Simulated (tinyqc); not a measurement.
Barrier width: Kronig-Penney superlattice by transfer matrices.

Wells (width a, potential 0, mass mw) alternate with barriers (width b, height V0, mass mb); period d = a + b; c = hbar^2/2m0. The vector (psi, psi'/m) is continuous, and a layer of thickness t carries it by M = [[cos kt, (m/k) sin kt], [-(k/m) sin kt, cos kt]] with k = sqrt(m (E - V)/c); for E < V, k = i kappa gives [[cosh, (m/kappa) sinh], [(kappa/m) sinh, cosh]] of kappa t. A Bloch state obeys cos(q d) = tr(Mb Mw)/2.

Constants: hbar^2/2m0 = 3.80998211 eV angstrom^2.

Values chosen for the exercise (near those of an InGaAs superlattice with barriers of InP; the results hold for these values, not for the real material):
- a = 81 angstrom (well width)
- V0 = 0.238 eV (barrier height)
- mw = 0.04 m0 (mass in the wells)
- mb = 0.081 m0 (mass in the barriers)
- bs = (14.5, 21.8, 29, 37.7, 46.4, 58, 72.5) angstrom (barrier widths)

First miniband against b. m_z = -2 c f'/d^2 with f = tr M/2 at the bottom of the band. E1 is the level of the single well, kappa1 its decay constant in the barrier.

First miniband:

| b (angstrom) | bottom (eV) | top (eV) | W (meV) | ln W | m_z (m0) |
|---|---|---|---|---|---|
| 14.5 | 0.0288 | 0.0815 | 52.72 | 3.965 | 0.0523 |
| 21.8 | 0.0364 | 0.0690 | 32.56 | 3.483 | 0.0635 |
| 29.0 | 0.0414 | 0.0618 | 20.42 | 3.017 | 0.0798 |
| 46.4 | 0.0474 | 0.0541 | 6.739 | 1.908 | 0.155 |
| 58.0 | 0.0491 | 0.0523 | 3.235 | 1.174 | 0.259 |
| 72.5 | 0.0500 | 0.0513 | 1.295 | 0.258 | 0.513 |

Give the missing row, b (angstrom) = 37.7.

Computed row:
```
b (angstrom)  bottom (eV)  top (eV)  W (meV)   ln W  m_z (m0)
37.7               0.0451    0.0569    11.71  2.460     0.109
```

E1 = 0.0506 eV
kappa1 = 0.0631 1/angstrom

W falls from 52.7 to 1.29 meV, and both edges close in on E1. The slope of ln W is -0.0660 per angstrom over the first two rows and -0.0632 over the last two, against -kappa1 = -0.0631: the width follows one power of the tunnelling amplitude once the wells couple weakly. m_z grows by a factor 9.8.

Program tinyqc; command `OMP_NUM_THREADS=1 python tinyqc.py 1281919 1281920 out.jsonl`; about 0.06 s on one thread of a shared Intel(R) Xeon(R) Processor @ 2.30GHz.
